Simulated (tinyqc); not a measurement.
What grading buys: minority-electron transport through the base of a bipolar transistor (Moll-Ross and Kroemer integrals). Computed by tinyqc, a small Python program. Command: `OMP_NUM_THREADS=1 python tinyqc.py 3012943 3012944 out.jsonl base walk`. One thread of a shared host (Intel(R) Xeon(R) Processor @ 2.30GHz), about 0.01 s of CPU time with the checks.

Low injection, one dimension, x from the emitter edge (0) to the collector edge (W), s = x/W. Recombination is treated as a small correction (valid for tau_B well below tau_n), computed from the stored charge.

Inputs (values chosen for the exercise, modelled on silicon):
```
quantity                               value        unit
base doping at the emitter edge N_0  9.2e+17      1/cm^3
base width W                             550          nm
mu_min                                   250  cm^2/(V s)
mu_max                                  1390  cm^2/(V s)
N_ref                                1.3e+17      1/cm^3
saturation velocity v_s                 0.96    1e7 cm/s
temperature T                            300           K
```

Base doping profile: uniform. Gap grading: none. Exit of the base: saturation velocity.

Constants: k_B = 8.617333262e-05 eV/K.

Method. N(x) = N_0; n_i(x)^2 = n_i^2 exp(s dE_g/k_B T); D(x) = (k_B T/e) mu, mu = mu_min + (mu_max - mu_min)/(1 + (N/N_ref)^0.7). With y(x) = N n_i^2/(D n_i(x)^2): base Gummel number G_B = int_0^W y dx + N(W) n_i^2/(v_s n_i(W)^2); J_C = e n_i^2 exp(e V_BE/k_B T)/G_B; n(x) = (J_C/e)(n_i(x)^2/(N n_i^2)) [int_x^W y dx + the same exit term]; transit time tau_B = (e/J_C) int n dx; trapezoid rule on 401 even points.

The same base with other gradings:
```
dE_g (meV)  dE_g/k_B T  G_B (s/cm^4)  J_C gain  tau_B (ps)  speed gain
0                0.000    4.1648e+12     1.000      127.36      1.0000
25               0.967    2.6443e+12     1.575       94.00      1.3549
50               1.934    1.8136e+12     2.296       72.68      1.7524
75               2.901    1.3307e+12     3.130       58.40      2.1807
100              3.868    1.0319e+12     4.036       48.42      2.6303
150              5.802    6.9946e+11     5.954       35.71      3.5669
200              7.736    5.2579e+11     7.921       28.12      4.5288
300             11.605    3.5066e+11    11.877       19.65      6.4810
```

What does the comparison show, and why?

At 100 meV J_C rises by a factor 4.04 and the transit is 2.63 times faster; at 300 meV the factors are 11.88 and 6.48. For a uniform base without exit term both tend to be linear in dE_g/k_B T, J_C as x/(1 - exp(-x)) and the speed as x/2.
